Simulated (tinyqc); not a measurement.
Worked calculation: harmonic frequencies on the RHF/6-31g surface (energies and gradients from PySCF), for H3-, spin multiplicity 1. The basis has no diffuse functions, so it cannot describe the extra electron: this is an exercise in the method, not the real anion. Computed by tinyqc, a small Python program that keeps every step (integrals from PySCF). Settings: charge = -1, multiplicity = 1, basis = 6-31g, delta = 0.005. Command: `OMP_NUM_THREADS=1 python tinyqc.py 24179 24180 out.jsonl` (the two numbers bound the seeds that draw the settings). One thread of a shared host (Intel(R) Xeon(R) Processor @ 2.60GHz), about 2 s of CPU time with the checks.

## One row of the Hessian: 1Hz

optimised positions (bohr):
```
            x          y          z
1H  -0.023581   0.058409   0.733189
2H  -0.002478   0.137497   2.196117
3H  -0.075986  -0.139214  -2.906629
```

gradient at +delta (hartree/bohr):
```
              x            y            z
1H   0.00001515   0.00006762   0.00126184
2H  -0.00001732  -0.00007266  -0.00135040
3H   0.00000216   0.00000504   0.00008857
```

gradient at -delta (hartree/bohr):
```
              x            y            z
1H  -0.00001645  -0.00005066  -0.00123707
2H   0.00001812   0.00006011   0.00132637
3H  -0.00000167  -0.00000944  -0.00008931
```

Displace 1Hz by +/-0.005 bohr; H(k, :) = (g(+) - g(-)) / (2 delta).

row of the Hessian (hartree/bohr^2): 1Hx 0.00315994, 1Hy 0.01182812, 1Hz 0.24989018, 2Hx -0.00354359, 2Hy -0.01327635, 2Hz -0.26767777, 3Hx 0.00038365, 3Hy 0.00144823, 3Hz 0.01778759

## Hessian by finite differences

All rows are made in the same way, and the matrix is symmetrised.

Hessian (symmetrised) (hartree/bohr^2):
```
             1Hx          1Hy          1Hz          2Hx          2Hy          2Hz          3Hx          3Hy
1Hx   0.03097705   0.00017066   0.00315965  -0.02211547  -0.00019152  -0.00354358  -0.00886157   0.00002086
1Hy   0.00017066   0.03157022   0.01182703  -0.00019147  -0.02278167  -0.01327285   0.00002081  -0.00878855
1Hz   0.00315965   0.01182703   0.24989018  -0.00354330  -0.01327525  -0.26767772   0.00038365   0.00144822
2Hx  -0.02211547  -0.00019147  -0.00354330   0.01579691   0.00021567   0.00398918   0.00631855  -0.00002420
2Hy  -0.00019152  -0.02278167  -0.01327525   0.00021567   0.01654770   0.01495225  -0.00002415   0.00623396
2Hz  -0.00354358  -0.01327285  -0.26767772   0.00398918   0.01495225   0.29229609  -0.00044560  -0.00167940
3Hx  -0.00886157   0.00002081   0.00038365   0.00631855  -0.00002415  -0.00044560   0.00254303   0.00000334
3Hy   0.00002086  -0.00878855   0.00144822  -0.00002420   0.00623396  -0.00167940   0.00000334   0.00255459
3Hz   0.00038393   0.00144583   0.01778758  -0.00044588  -0.00167701  -0.02461848   0.00006195   0.00023118

             3Hz
1Hx   0.00038393
1Hy   0.00144583
1Hz   0.01778758
2Hx  -0.00044588
2Hy  -0.00167701
2Hz  -0.02461848
3Hx   0.00006195
3Hy   0.00023118
3Hz   0.00683100
```

## Normal modes

masses (u): 1H 1.007825, 2H 1.007825, 3H 1.007825

Diagonalise H_ij / sqrt(m_i m_j); the 5 smallest eigenvalues belong to translations and rotations; wavenumber = sqrt(eigenvalue / 1822.888) x 219474.63; each mode has its largest component positive (the first on a tie); zero-point energy = sum of wavenumbers / 2, with 349.755 1/cm per kcal/mol.

eigenvalues of the mass-weighted Hessian (hartree/(bohr^2 u)): 0.000000  0.000000  0.000000  0.000000  0.000000  0.007653  0.048830  0.048830  0.538654

harmonic wavenumbers of the vibrations (1/cm): 449.7  1135.9  1135.9  3772.8

mass-weighted modes:
```
        mode 1     mode 2     mode 3     mode 4
1Hx  -0.006549   0.108670   0.785231  -0.009756
1Hy  -0.024798   0.784079  -0.109133  -0.036533
1Hz  -0.455396  -0.044033  -0.005407  -0.676158
2Hx  -0.005171  -0.077520  -0.560130   0.010566
2Hy  -0.019273  -0.559316   0.077850   0.039596
2Hz  -0.357864   0.031267   0.003894   0.732475
3Hx   0.011720  -0.031150  -0.225101  -0.000810
3Hy   0.044071  -0.224763   0.031283  -0.003063
3Hz   0.813273   0.012765   0.001513  -0.056317
```

zero-point energy = 9.284056 kcal/mol

Within a degenerate level the vectors are fixed only up to a rotation; this is one choice.
